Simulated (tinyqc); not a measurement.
Worked calculation: Wannier functions of a composite (isolated) pair of valence bands (bonds of an sp chain). Values are carried at full precision from step to step, so a last printed digit may differ when a step is redone from the rounded ones.

Each atom has a hybrid pointing left (<) and right (>). H(k): diagonal +V3 on A, -V3 on B; <A<|A>> = -V1a, <B<|B>> = -V1b, <A>|B<> = -V2, <B>|A<> = -V2p exp(ik); k in 1/a, Bloch sums with exp(ikR). The two lowest bands are filled. Trial functions in cell 0: g1 = cos(c) A> + sin(c) B<, and g2 = sin(c) B> + cos(c) A< of cell 1, whose Bloch vector has cos(c) exp(-ik) on A<. Projection A_mn = <psi_m|g_n>, S = A^+ A, Loewdin U = A S^(-1/2), Bloch-like states w_n = sum_m psi_m U_mn, H_W(k) = U^+ diag(E) U. P = sum_m |psi_m><psi_m| is free of phase choices, and S = g^+ P g, w = P g S^(-1/2).

Values chosen for the exercise:
```
symbol  value  unit     meaning
V2      4.11   eV       coupling in the bond A-B inside the cell
V2p     3.42   eV       coupling in the bond to the next cell
V1a     1.05   eV       coupling of the two hybrids on A
V1b     1.12   eV       the same on B
V3      1.46   eV       A at +V3, B at -V3
j       4               mesh point, k = 2 pi j/N
N       6               k points
c       35     degrees  trial bonds cos(c) on A, sin(c) on B
xb      0.59   a        position of B (A at 0)
```

## H at one mesh point

Fill in the matrix.

H(k) (eV), lower triangle (Hermitian):
```
                A<       A>       B<       B>
A<          1.4600
A>         -1.0500   1.4600
B<               0  -4.1100  -1.4600
B>  1.7100+2.9618i        0  -1.1200  -1.4600
```

## Levels and the projector on the filled bands

Diagonalise; P = sum over the two lowest states of |psi><psi|.

levels (eV): -4.8594  -3.4129  3.4510  4.8214

P, lower triangle (Hermitian):
```
                 A<               A>              B<      B>
A<           0.3169
A>   0.0887+0.0496i           0.3446
B<   0.0331+0.0176i   0.4625+0.0127i          0.6555
B>  -0.2393-0.3840i  -0.0340-0.0166i  0.0904+0.0465i  0.6830
```

The filled states put 1.323 electrons on A and 2.677 on B at this k.

## Loewdin orthogonalisation

The trial vectors are the columns g1 = (0, cos c, sin c, 0), g2 = (cos c exp(-ik), 0, 0, sin c), k = 2 pi j/N. Form S = g^+ P g, its eigenvalues, S^(-1/2), and w = P g S^(-1/2).

S:
```
                 1                2
1           0.8815  -0.0597+0.0367i
2  -0.0597-0.0367i           0.8623
```

eigenvalues of S: 0.8011  0.9427

S^(-1/2):
```
                1               2
1          1.0677  0.0368-0.0227i
2  0.0368+0.0227i          1.0795
```

w:
```
                 1                2
A<  0.0780-0.0438i  -0.2861+0.4765i
A>  0.5801-0.0079i  -0.0782+0.0436i
B<  0.8071+0.0113i   0.0559-0.0279i
B>  0.0540+0.0308i   0.8240-0.0135i
```

The combinations of the trial bonds that diagonalise S lie 80.1 to 94.3 % inside the filled space; an eigenvalue near zero would mark a poor choice.

## The Hamiltonian in the new basis

H_W = w^+ H w; its eigenvalues must be the two filled levels.

H_W(k) (eV):
```
               1              2
1         -4.458  -0.586-0.276i
2  -0.586+0.276i         -3.814
```

eigenvalues (eV): -4.859  -3.413

## Hoppings between the Wannier functions

H_mn(R) = (1/N) sum_k exp(-ikR) H_W,mn(k), the coupling of function m in cell 0 to function n in cell R.

H(R) (eV):
```
R        11       12       21       22
-2   0.0007  -0.0004  -0.0004   0.0006
-1   0.0326  -0.3300  -0.0108   0.0300
0   -4.4246  -0.7566  -0.7566  -3.7840
1    0.0326  -0.0108  -0.3300   0.0300
2    0.0007  -0.0004  -0.0004   0.0006
3    0.0000   0.0000   0.0000   0.0000
```

The bond levels are -4.425 and -3.784 eV, against -sqrt(V2^2 + V3^2) = -4.362 and -3.719 for isolated bonds. Neighbouring bonds couple by -0.757 eV through B; the bond-orbital estimate is -V1b (1 + ap)/2 = -0.762 with the mean V2 in ap = V3/sqrt(V2^2 + V3^2).

## The functions in real space

w_n(R) = (1/N) sum_k exp(ikR) w_n(k); point-like hybrids at R (A) and R + xb (B) give centres and spreads.

Function 1:
```
R        A<       A>       B<       B>
-2   0.0000   0.0001  -0.0001  -0.0010
-1   0.0008   0.0039  -0.0038  -0.0363
0    0.0519   0.5793   0.8102   0.0355
1   -0.0515  -0.0055   0.0096   0.0002
2   -0.0017  -0.0002   0.0004   0.0000
3   -0.0001   0.0000   0.0000   0.0000
```

centres (a): 1 0.3903, 2 0.7160

spreads (a^2): 1 0.0798, 2 0.0384

Function 1 has 99.2 % of its weight on the two hybrids of its bond. Its centre lies +0.0953 a from the middle of the bond, towards B, the atom with the lower level.

## Checks

- Eigenvalues of H_W against the filled levels: they agree to 1e-10 or better.
- W^+ w against the unit matrix: they agree to 1e-10 or better.

Run: tinyqc, `OMP_NUM_THREADS=1 python tinyqc.py 1481183 1481184 out.jsonl`; Intel(R) Xeon(R) Processor @ 2.30GHz, one thread, shared host; about 0.3 s of CPU time with all checks.
